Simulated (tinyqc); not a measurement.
Isotype n-N heterojunction, non-linear Poisson equation by Newton steps, Fermi-Dirac statistics: two steps of the calculation.

One dimension, material 1 (n-type) at x < 0 and material 2 (n-type) at x > 0. Band edges: Ec = -psi in material 1 and -psi + dEc in material 2, Ev = Ec - Eg. Equilibrium, Fermi level at 0. n = Nc F((EFn - Ec)/Vt), p = Nv F((Ev - EFp)/Vt), with F(eta) = F_1/2(eta) = (2/sqrt(pi)) int_0^infinity sqrt(u) du/(1 + exp(u - eta)) (Fermi-Dirac statistics); full ionisation, no interface charge, classical densities; the doping types are chosen for the exercise.

Parameters, values chosen for the exercise; band and dielectric values those of a made-up pair:

| symbol | value | unit | meaning |
|---|---|---|---|
| T | 300 | K | temperature |
| Eg1 | 1.31 | eV | band gap of material 1 |
| Nc1 | 4.27e17 | cm^-3 | conduction-band density of states of material 1 |
| Nv1 | 9.5e18 | cm^-3 | valence-band density of states of material 1 |
| Eg2 | 1.62 | eV | band gap of material 2 |
| Nc2 | 7.24e17 | cm^-3 | conduction-band density of states of material 2 |
| Nv2 | 1.06e19 | cm^-3 | valence-band density of states of material 2 |
| dEc | 0.3 | eV | conduction-band offset Ec2 - Ec1 |
| N1 | 2.4e16 | cm^-3 | donor density of material 1 |
| N2 | 6.2e16 | cm^-3 | donor density of material 2 |
| V | 0 | V | bias of side 1 against side 2 |

Constants: q = 1.602176634e-19 C, kB = 1.380649e-23 J/K, Vt = kB T/q. Results are converted to the units shown.

Task 1. Offsets and end potentials. dEv = Ev1 - Ev2 = Eg2 - Eg1 - dEc. Neutrality of the majority carriers far from the junction: Nc1 F(psi_L/Vt) = N1 and Nc2 F((V + psi_R - dEc)/Vt) = N2. Total bending psi_R - psi_L.

Give: dEv; psi_L; psi_R; psi_R - psi_L.

Result 1.

dEv = 0.010000 eV
psi_L = -0.073908 V
psi_R = 0.23725 V
psi_R - psi_L = 0.31115 V

The alignment is straddling (type I): dEc and dEv have the same sign.

Task 2. Densities, residual and Jacobian diagonal. n_i = Nc F(a_n), a_n = (V - Ec_i)/Vt; p_i = Nv F(a_p), a_p = (Ec_i - Eg)/Vt; rho_i = p_i - n_i + C_i with C = +N1 or +N2; g_i = (Nc F'(a_n) + Nv F'(a_p))/Vt with F' = F_-1/2(eta) = (1/sqrt(pi)) int_0^infinity u^(-1/2) du/(1 + exp(u - eta)). Box widths w_i = (h_(i-1) + h_i)/2 in cm. Residual F_i = a_i (psi_(i+1) - psi_i) - a_(i-1) (psi_i - psi_(i-1)) + q rho_i w_i; Jacobian: a_(i-1) and a_i beside the diagonal, b_i = -a_(i-1) - a_i - q g_i w_i on it. The two end nodes are fixed.

```
node  x (nm)  psi after iteration 1 (V)  material
0       -302                -0.07390761         1
1       -180                -0.07373865         1
2       -104                -0.07106928         1
3      -55.4                -0.05417745         1
4      -25.1                -0.01134585         1
5         -6                 0.03746666         1
6          6                 0.09095499         2
7       26.8                 0.16325055         2
8         63                 0.22216620         2
9        126                 0.23633330         2
10       235                 0.23724643         2
```

coupling a_i, interval 0 to 9 (F/cm^2): [9.2896397e-8, 1.4912316e-7, 2.3319672e-7, 3.7403830e-7, 5.9336965e-7, 9.7652225e-7, 5.8318449e-7, 3.3508943e-7, 1.9254345e-7, 1.1128658e-7]
psi_L = -0.073907609 V
psi_R = 0.23724643 V

Find: n; p; residual F; diagonal b.

Result 2.

```
node  n (cm^-3)  p (cm^-3)
0     2.4000e16   0.016304
1     2.4154e16   0.016197
2     2.6725e16   0.014608
3     5.0374e16  0.0076003
4     2.2822e17  0.0014498
5     8.8904e17  2.1942e-4
6     2.2279e14  2.1004e-5
7     3.6448e15  1.2817e-6
8     3.5056e16  1.3124e-7
9     5.9909e16  7.5868e-8
10    6.2000e16  7.3235e-8
```

```
node  residual F (1e-7 C/cm^2)  diagonal b (F/cm^2)
1                       0.0014           -1.6950e-6
2                       0.0082           -1.3919e-6
3                      -0.0459           -1.7897e-6
4                      -0.6788           -3.9126e-6
5                      -1.9225           -6.6189e-6
6                       0.0616           -1.5620e-6
7                       0.0423           -9.8254e-7
8                       0.0440           -1.5871e-6
9                       0.0025           -3.4063e-6
```

Range of the model: The accumulation layer is thin enough for quantum confinement, which this classical model leaves out.

Computed by the program tinyqc: `OMP_NUM_THREADS=1 python tinyqc.py 2040114 2040115 out.jsonl`, one thread of a shared Intel Xeon 2.30GHz, about 0.2 s for the whole run.
